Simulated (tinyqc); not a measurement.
Worked calculation: donor near an oxide interface in a gate field (two-state model). Values are carried at full precision from step to step, so a last printed digit may differ when a step is redone from the rounded ones.

Interface at z = 0 (hard wall), donor at z = d, field F pulling electrons to the interface: potential e F z; 1 kV/cm = 1e-5 eV/angstrom, c = hbar^2/2m0, q = e^2/(4 pi eps0), Q = (eps - eo)/(eps + eo). Donor state: E_D = e F d - ED - q Q/(4 eps d), the last term joining the images of ion and electron. Interface state: z exp(-b z/2) exp(-rho^2/(2 L^2)) with E_z = c b^2/(4 mz) + 3 e F/b + q Q b/(8 eps), minimised over b; in the plane at z = 3/b the ion (distance D = d - 3/b) and its image (D' = d + 3/b) give E_rho = c/(mt L^2) - (q/eps)(sqrt(pi)/L)[erfcx(D/L) + Q erfcx(D'/L)], erfcx(x) = exp(x^2) erfc(x), minimised over L. E_I = E_z + E_rho.

Constants: hbar^2/2m0 = 3.80998211 eV angstrom^2; e^2/(4 pi eps0) = 14.39964547 eV angstrom.

Inputs chosen for the exercise (near those of a donor in Si below HfO2, static dielectric constants; shifted at random, so the results belong to these values and not to a real crystal): d = 170 angstrom (depth of the donor); ED = 45.1 meV (bulk binding energy); mz = 0.923 m0 (mass across the interface); mt = 0.185 m0 (mass in the plane); eps = 11.5 (dielectric constant of the semiconductor); eo = 22 (dielectric constant of the oxide); F = 39.3 kV/cm (field in the semiconductor); aD = 21.7 angstrom (donor radius); v = 0.47 (valley factor).

## The interface state across the interface

Solve c b/(2 mz) - 3 e F/b^2 + q Q/(8 eps) = 0; give Q, b, the three terms of E_z and <z> = 3/b.

Q = -0.3134
b = 0.09170 1/angstrom

kinetic, field and image terms (meV): 8.68  12.86  -4.50

<z> = 32.7 angstrom

The image pulls the electron towards the oxide; without it <z> would be 36.2 angstrom. The sign rests on the static constant; with the high-frequency one of such an oxide, about 4, the image would repel.

## Binding in the plane

Give D, D', the best L, both terms and E_rho.

D, D' (angstrom): 137.3  202.7

L = 139.6 angstrom

kinetic and Coulomb terms (meV): 1.06  -5.23

E_rho = -4.17 meV

The bottom of the well lies at -7.2 meV, so the level is 42 % of the way up; L/D = 1.02. Above the critical field the ionised donor would thus still hold its electron as a dot at the interface.

## Where the electron sits

The two states couple by t = t0 exp(-D/aD) with t0 = q/(eps aD) (2 aD/L) sqrt(aD b/2) v, v a valley factor; this form is an estimate. With detuning u = E_D - E_I the splitting is sqrt(u^2 + 4 t^2) and the lower state has weight (1 - u/sqrt(u^2 + 4 t^2))/2 on the donor.

Give E_D, E_I, t, the splitting and the donor weight.

E_D, E_I (meV): 22.29  12.86

t = 0.0150 meV
splitting = 9.42 meV
donor weight = 0.000

The electron is at the interface; the contact hyperfine coupling scales with the donor weight. With this t, the tunnelling time pi hbar/(2t) at a crossing would be 68.7 ps (hbar = 6.58212e-16 eV s); here the detuning is 626 t.

## Critical field

Find F at which E_D = E_I; compare the rule e F d = ED. The crossing width is 4t/(e D), with t and D formed anew at that field.

critical field = 32.3 kV/cm
ED/(e d) = 26.5 kV/cm
width = 0.048 kV/cm

The confinement energy E_z = 14.7 meV raises the field needed and the attraction E_rho = -4.2 meV lowers it; the result is 1.22 times the simple rule.

## Checks

- E_z without images against 1.5 x 6^(2/3)/2 (c (e F)^2/mz)^(1/3), meV: both 21.31.
- E_rho from the radial equation in the full Coulomb well against the Gaussian trial function, meV: both -4.2.

tinyqc: `OMP_NUM_THREADS=1 python tinyqc.py 1281290 1281291 out.jsonl`; about 0.08 s, one thread, shared Intel(R) Xeon(R) Processor @ 2.30GHz.
